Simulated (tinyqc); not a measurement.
Trap-assisted generation and recombination current of an abrupt junction: one step, computed by the program tinyqc. Command: `OMP_NUM_THREADS=1 python tinyqc.py 3025947 3025948 out.jsonl junctionleak walk`. One thread of a shared host (Intel(R) Xeon(R) Processor @ 2.30GHz), about 0.02 s of CPU time with the checks.

Depletion approximation, flat quasi-Fermi levels across the depleted layer, long neutral regions with minority lifetimes tau_n and tau_p, full ionisation and Boltzmann statistics. Voltages in exponents stand for e V.

Task: Depleted layer under reverse bias. W = sqrt(2 eps eps_0 (V_bi - V)(1/N_A + 1/N_D)/e), x_p = W N_D/(N_A + N_D), x_n = W - x_p, peak field F_m = 2 (V_bi - V)/W; reverse bias means V = -V_r.

Inputs (values chosen for the exercise, with bands and screening modelled on InP):
```
quantity                   value   unit
electron mass m_e         0.0781    m_0
valleys M_c                    1      -
dielectric constant eps     12.8      -
acceptor density N_A     9.6e+15  cm^-3
donor density N_D        4.2e+17  cm^-3
reverse bias V_r            0.75      V
temperature T                450      K
```

Field enhancement: Hurkx tunnelling factor.

V_bi = 0.9954941 V

Constants: eps_0 = 8.8541878128e-12 F/m; e = 1.602176634e-19 C.

Give: W; x_p; x_n; peak field F_m.

Result:

W = 512.9 nm

x_p = 501.5 nm

x_n = 11.46 nm

peak field F_m = 68058 V/cm

Caution: one side is doped near or above its effective density of states, so Boltzmann statistics understate V_bi.
